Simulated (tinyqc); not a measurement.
Band offset of a heterojunction with an interface dipole (two-band chains, self-consistent charge), step by step. Values are carried at full precision from step to step, so a last printed digit may differ when a step is redone from the rounded ones.

Sites alternate A, C. Left: A at -G1/2, C at +G1/2, hopping -t1; right: A at D - G2/2, C at D + G2/2, hopping -t2; the bonds across the two interfaces of a ring (C left to A right, C right to A left) have -sqrt(t1 t2). D is the offset of the mid-gaps, so Ev(right) - Ev(left) = D - (G2 - G1)/2 and Ec(right) - Ec(left) = D + (G2 - G1)/2. The closing bond has its sign reversed (antiperiodic ring). Half the levels are filled with two electrons each. The charge moved is q = (electrons on the left) less one a site; the mean over the two interfaces, q/2, is taken as the charge that crosses each, and its dipole opposes the offset: D = D0 - u q/2.

Inputs chosen for the exercise (gaps near those of Si and HfO2; the chains and D0 are free models, so the offsets are not those of the real pair; not measured data): G1 = 1.1 eV (gap on the left); G2 = 6.08 eV (gap on the right); t1 = 1.88 eV (hopping on the left); t2 = 2.6 eV (hopping on the right); D0 = -2.04 eV (mid-gap of the right side above that of the left, without dipole); n = 2 (cells a side in the small ring); u = 3.7 eV (potential step per electron moved across); mx = 0.2 (mixing).

## The small ring at D = D0

Fill in H.

H (eV), lower triangle:
```
         AL1      CL1      AL2      CL2      AR1      CR1      AR2     CR2
AL1  -0.5500
CL1  -1.8800   0.5500
AL2        0  -1.8800  -0.5500
CL2        0        0  -1.8800   0.5500
AR1        0        0        0  -2.2109  -5.0800
CR1        0        0        0        0  -2.6000   1.0000
AR2        0        0        0        0        0  -2.6000  -5.0800
CR2   2.2109        0        0        0        0        0  -2.6000  1.0000
```

## Levels and site charges

Diagonalise, fill the lower half with two electrons each, and sum the electrons on the left (L) less one a site.

levels (eV): -7.4507  -6.0568  -3.1017  -1.8127  1.1740  1.8692  3.3770  3.8418

electrons on the sites: AL1 1.2947, CL1 0.6141, AL2 1.2716, CL2 0.5312, AR1 1.7047, CR1 0.3709, AR2 1.6909, CR2 0.5220

q = -0.2884 electrons

Electrons move to the right, the side whose mid-gap lies lower.

## Self-consistent offset

From here on the ring has 24 cells a side.

Start at D = D0; D(out) = D0 - u q(D)/2; D(new) = D + mx (D(out) - D); stop when |D(out) - D| < 1e-7 eV.

Iterations:
```
i      D (eV)         q  D(out) (eV)  D(out) - D
0    -2.04000  -0.31308     -1.46080       0.579
1    -1.92416  -0.29015     -1.50323       0.421
2    -1.83997  -0.27409     -1.53293       0.307
3    -1.77857  -0.26268     -1.55403       0.225
4    -1.73366  -0.25450     -1.56918       0.164
5    -1.70076  -0.24858     -1.58012       0.121
6    -1.67664  -0.24428     -1.58807      0.0886
7    -1.65892  -0.24115     -1.59387      0.0651
8    -1.64591  -0.23886     -1.59810      0.0478
...       ...       ...          ...         ...
47   -1.60977  -0.23256     -1.60977    3.04e-07
48   -1.60977  -0.23256     -1.60977    2.23e-07
49   -1.60977  -0.23256     -1.60977    1.64e-07
50   -1.60977  -0.23256     -1.60977    1.21e-07
51   -1.60977  -0.23256     -1.60977    8.90e-08
```

D = -1.6098 eV

Converged at i = 51: the dipole removes 21 % of the starting offset.

## Linear response

chi = (q(+h) - q(-h))/(2h) at D = 0 with h = 0.01 eV; S = 1/(1 + u chi/2); linear estimate D = S D0.

chi = 0.13057 1/eV
S = 0.8054
linear estimate of D = -1.6431 eV

The self-consistent value is -1.6098 eV, +33.3 meV from the estimate. At D = 0 no net charge crosses: the mid-gaps are the neutrality levels of these symmetric chains.

## The line-up

Ev(right) - Ev(left) = D - (G2 - G1)/2 and Ec(right) - Ec(left) = D + (G2 - G1)/2, for D0, for the self-consistent D and for D = 0. Type I: the offsets have opposite signs; type III: one valence edge lies above the other conduction edge; else type II.

Offsets (eV):
```
case                            D  valence  conduction                 type
no dipole                  -2.040   -4.530       0.450  type I (straddling)
self-consistent            -1.610   -4.100       0.880  type I (straddling)
neutrality levels aligned   0.000   -2.490       2.490  type I (straddling)
```

The dipole shifts both offsets alike and leaves the type.

## Checks

- q at D = 0 against zero, as particle-hole symmetry demands: both 0.000000.
- q at the self-consistent D on 24 against 48 cells a side: both -0.2326.

Computed by tinyqc, a small Python program: `OMP_NUM_THREADS=1 python tinyqc.py 1481773 1481774 out.jsonl` (the numbers bound the seed that draws the inputs); one thread of a shared host (Intel(R) Xeon(R) Processor @ 2.30GHz), about 0.5 s for the whole set of steps.
